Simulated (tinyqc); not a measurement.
Worked calculation: Debye-Callaway model of lattice thermal conductivity. Computed by tinyqc, a small Python program that keeps every step. Command: `OMP_NUM_THREADS=1 python tinyqc.py 3011659 3011660 out.jsonl callaway walk`. One thread of a shared host (Intel(R) Xeon(R) Processor @ 2.30GHz), about 0.01 s of CPU time with the checks. Intermediate numbers are printed to about 6 digits and carried at full precision; extremes and crossings named in words are read from the listed rows.

Three acoustic branches with one velocity v, cut at omega_D = k_B Theta/hbar; x = hbar omega/(k_B T). v and Theta are separate inputs: Theta cuts off the heat-carrying modes, so C need not reach 3 k_B/V. gamma is an effective value that sets the umklapp rate. Heat flows along the film.

Inputs (values chosen for the exercise, modelled on lead telluride):

| quantity | value | unit |
|---|---|---|
| sound velocity v | 1840 | m/s |
| Debye temperature Theta | 144 | K |
| volume per atom V | 33.7 | angstrom^3 |
| mean atomic mass M | 167.4 | u |
| effective Grueneisen parameter gamma | 3.96 | - |
| umklapp exponent divisor b | 2.5 | - |
| vacancy fraction n_v | 2.3e-05 | - |
| film thickness t | 1.3 | micrometre |
| specularity p | 0.6 | - |
| normal-process factor f_N | 1.9 | - |
| temperature T | 600 | K |
| probe frequency omega/omega_D | 0.056 | - |

Sample: film. Point defects: vacancies. Normal processes: included.

Constants: k_B = 1.380649e-23 J/K; hbar = 1.054571817e-34 J s; u = 1.6605390666e-27 kg.

## Mass-fluctuation parameter

A vacancy counts as a mass defect Delta M/M = -3 (the missing mass and twice its bonds), so Gamma = 9 n_v. A = V Gamma/(4 pi v^3).

Gamma = 2.07e-04

Rayleigh coefficient A = 8.91121e-44 s^3

## Scattering rates at one frequency

Rates: point defects A omega^4; umklapp B omega^2 T exp(-Theta/(b T)) with B = hbar gamma^2/(M v^2 Theta); normal processes f_N B omega^2 T (T/Theta)^2. Film: the bulk time tau of each mode, from the resistive rates above, is multiplied by the Fuchs-Sondheimer factor F = (3/2) int_0^1 (1 - u^2) [1 - (1 - p) (u/d) (1 - E)/(1 - p E)] du, with E = exp(-d/u), d = t/(v tau), by 48 Gauss-Legendre points in z with u = z^4; the boundary rate is defined as 1/(F tau) - 1/tau. The resistive time is tau_R = 1/(boundary + point-defect + umklapp rates), and the free path is v tau_R.

omega = 1.05574e+12 rad/s

Rates:

| process | rate (1/s) | rate x tau_R |
|---|---|---|
| boundaries | 2.18521e+08 | 0.0286307 |
| point defects | 110705 | 1.45047e-05 |
| umklapp | 7.41375e+09 | 0.971355 |
| normal | 2.69192e+11 | 35.2697 |

tau_R = 1.31021e-10 s

free path = 241.078 nm

The strongest resistive process at this frequency: umklapp, 97 % of the resistive rate.

## The integrand on a coarse grid

x runs in ten equal steps to min(Theta/T, 12); g = x^4 e^x/(e^x - 1)^2; tau_C is the inverse of all rates summed; the last column is c tau_C g with c = (k_B/(2 pi^2 v)) (k_B T/hbar)^3.

Integrand:

| x | g | tau_C (s) | c tau_C g (W/(m K)) |
|---|---|---|---|
| 0.024 | 0.0005760 | 1.13347e-12 | 0.120288 |
| 0.048 | 0.0023036 | 2.83418e-13 | 0.120292 |
| 0.072 | 0.0051818 | 1.25967e-13 | 0.120266 |
| 0.096 | 0.0092089 | 7.08566e-14 | 0.120226 |
| 0.120 | 0.0143827 | 4.53479e-14 | 0.120174 |
| 0.144 | 0.0207002 | 3.14913e-14 | 0.120109 |
| 0.168 | 0.0281577 | 2.31361e-14 | 0.120032 |
| 0.192 | 0.0367510 | 1.77133e-14 | 0.119944 |
| 0.216 | 0.0464750 | 1.39954e-14 | 0.119844 |
| 0.240 | 0.0573243 | 1.13360e-14 | 0.119732 |

Among these rows the integrand is largest at x = 0.05.

## Thermal conductivity

kappa_1 = c int tau_C g dx, g = x^4 e^x/(e^x - 1)^2, c = (k_B/(2 pi^2 v)) (k_B T/hbar)^3, over 0 < x < min(Theta/T, 40), by 96 Gauss-Legendre points in s with x = x_max s^2; 1/tau_C = 1/tau_R + 1/tau_N; kappa_2 = c [int (tau_C/tau_N) g dx]^2 / int (tau_C/(tau_N tau_R)) g dx; kappa = kappa_1 + kappa_2. Heat capacity C = 3 c int g dx / v^2; grey free path 3 kappa/(C v); the median free path v tau_C halves kappa_1 when the quadrature points are ordered by free path (each counted at half its weight, interpolated in the logarithm); likewise at 10 % and 90 %.

kappa_1 = 0.0287744 W/(m K)

kappa_2 = 0.579067 W/(m K)

kappa = 0.607841 W/(m K)

heat capacity C = 750169 J/(m^3 K)

grey free path = 1.32110 nm

median free path = 0.0833612 nm

free path at 10 % of kappa_1 = 0.0257539 nm

free path at 90 % of kappa_1 = 2.02569 nm

The median free path is 0.063 times the grey one. The middle 80 % of kappa_1 spans a factor 79 in free path. The Callaway term kappa_2 is 95 % of the total.

## Leaving out one process at a time

The formulas are those given above.

Conductivity at T:

| case | kappa (W/(m K)) | ratio to all |
|---|---|---|
| all processes | 0.607841 | 1 |
| without point defects | 0.609847 | 1.00330 |
| without boundaries | 0.607990 | 1.00024 |

Removing point defects raises kappa most, by a factor 1.00; removing boundaries gives only 1.00.

## Conductivity against temperature

The formulas are those given above.

Kappa (W/(m K)):

| T (K) | all processes | without point defects |
|---|---|---|
| 8.6 | 71.8033 | 149.062 |
| 14 | 101.820 | 169.977 |
| 24 | 66.3841 | 82.7125 |
| 43 | 27.2987 | 29.4496 |
| 72 | 11.6126 | 12.0110 |
| 120 | 5.10201 | 5.19321 |
| 190 | 2.57118 | 2.59909 |

kappa peaks among these rows at 14 K (T/Theta = 0.097) with 102 W/(m K). The exponent d ln kappa/d ln T is 0.72 at the cold end and -1.49 at the hot end. The normal rate is taken to grow as T^3 at all T, which overstates it above Theta. Point defects cost most at 8.6 K, a factor 2.08.

Checks made by the program: heat capacity against the Debye function (relative difference below 1e-10).
